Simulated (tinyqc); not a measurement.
MOSFET in the linear regime without short-channel effects, parameter extraction from computed curves: two steps of the calculation.

Inversion charge Q = Cox n Vt W0(exp((Vg - VT)/(n Vt))), W0 the Lambert function and n = nf; u = Q/Cox; mobility mu = mu0/(1 + th1 u + th2 u^2); channel resistance Rch = (L - dL)/(W mu Q); Id = Vd/(Rch + Rsd/W). Cox = eps0 eox/tox. Small Vd, no channel-length or drain effects.

Inputs (values chosen for the exercise); channel values of the order met in silicon transistors: temperature T = 400 K; relative permittivity of the gate insulator (close to zirconium oxide) eox = 25.5; insulator thickness tox = 17 nm; low-field mobility mu0 = 490 cm^2/(V s); first mobility attenuation factor th1 = 0.05 1/V; second mobility attenuation factor th2 = 0 1/V^2; threshold voltage VT = 0.67 V; body factor nf = 1.46; gate width W = 10 um; drawn gate length L = 1.3 um; drawn less effective length dL = 0.004 um; source plus drain resistance Rsd = 250 ohm um; drain voltage Vd = 0.025 V.

Constants: q = 1.602176634e-19 C, kB = 1.380649e-23 J/K, Vt = kB T/q, eps0 = 8.8541878128e-14 F/cm where lengths are in cm. Results are converted to the units shown.

Task 1. Transfer curve. u, mu, Rch and Id as defined.

Vg, point 0 to 9 (V): 0.37  0.52  0.67  0.82  0.97  1.12  1.27  1.42  1.57  1.72

Find: u; mu; Rch; Id.

Result 1.

```
point     u (V)  mu (cm^2/(V s))  Rch (ohm)  Id (uA)
0      1.293e-4            490.0    1.540e6  0.01624
1      0.002434            489.9    8.183e4   0.3054
2       0.02854            489.3       6987    3.565
3        0.1104            487.3       1813    13.60
4        0.2247            484.6      896.2    27.14
5        0.3521            481.5      575.6    41.63
6        0.4859            478.4      419.8    56.20
7        0.6234            475.2      329.4    70.54
8        0.7632            472.0      270.9    84.49
9        0.9046            468.8      230.1    98.00
```

Task 2. The Y function. Y_i = Id_i/sqrt(gm_i). For Id = beta Vd x/(1 + th x), x = Vg - VT, Y = sqrt(beta Vd) x whatever th. Slope s from points 5 and 8; VT_Y = Vg - Y/s at point 8; beta = s^2/Vd; mobility beta L/(W Cox) with the drawn L; th* = (beta Vd x/Id - 1)/x at point 8.

```
point  Vg (V)      Id (uA)
0        0.37  0.016236918
1        0.52   0.30542392
2        0.67    3.5651613
3        0.82    13.601125
4        0.97    27.137761
5        1.12    41.628286
6        1.27    56.203283
7        1.42    70.535468
8        1.57    84.487318
9        1.72    98.000221
```

gm, point 1 to 8 (uS): 11.829748  44.319002  78.575333  93.423872  96.885073  96.357273  94.280117  91.549178

Find: Y; s; VT_Y; beta; mobility from Y; th*.

Result 2.

Y, point 1 to 8 (uA^0.5 V^0.5): 0.088800  0.53553  1.5344  2.8077  4.2292  5.7256  7.2644  8.8301
s = 10.224 uA^0.5 V^-0.5
VT_Y = 0.70635 V
beta = 4181.3 uA/V^2
mobility from Y = 409.28 cm^2/(V s)
th* = 0.079384 1/V

The mobility from Y is 17 % below mu0 L/(L - dL) = 492 cm^2/(V s), which it should reach in deep inversion when th2 = 0.

Program tinyqc, `OMP_NUM_THREADS=1 python tinyqc.py 2210093 2210094 out.jsonl`; Intel Xeon 2.30GHz, shared host, one thread, about 0.01 s.
